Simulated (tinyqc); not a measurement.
Reflectance at normal incidence against thickness.

Normal incidence on air, film (n1) and substrate (N2 = n2 - i k2): r01 = (1 - n1)/(1 + n1), r12 = (n1 - N2)/(n1 + N2), amplitude (r01 + r12 X)/(1 + r01 r12 X), X = exp(-4 pi i n1 d/lam), R its squared modulus, phase from 0 to 360 degrees.

Inputs (values chosen for the exercise):
- lam = 632.8 nm (wavelength)
- n1 = 2.407 (index of the transparent film)
- n2 = 3.882 (index of the substrate)
- k2 = 0.019 (extinction coefficient of the substrate)

Reflectance at normal incidence against thickness:

| d (nm) | R (%) | phase of the reflected amplitude (degrees) |
|---|---|---|
| 0 | 34.85 | 179.8 |
| 16 | 31.71 | 167.8 |
| 32 | 22.81 | 156.4 |
| 49 | 10.21 | 150.3 |
| 65 | 3.910 | 178.3 |
| 81 | 9.523 | 209.4 |
| 98 | 22.07 | 204.3 |
| 114 | 31.30 | 192.9 |
| 130 | 34.83 | 180.9 |

Read the table: what changes, and by how much?

R goes from 34.9 through a minimum of 3.91 (at d = 65 nm among the rows listed) to 34.8 %. At a quarter wave, d = 65.7 nm, R = 3.90 %; for a transparent substrate it would vanish for n1 = sqrt(n2) = 1.97.

Program tinyqc, `OMP_NUM_THREADS=1 python tinyqc.py 2870140 2870141 out.jsonl`; Intel Xeon 2.30GHz, shared host, one thread, about 0.01 s.
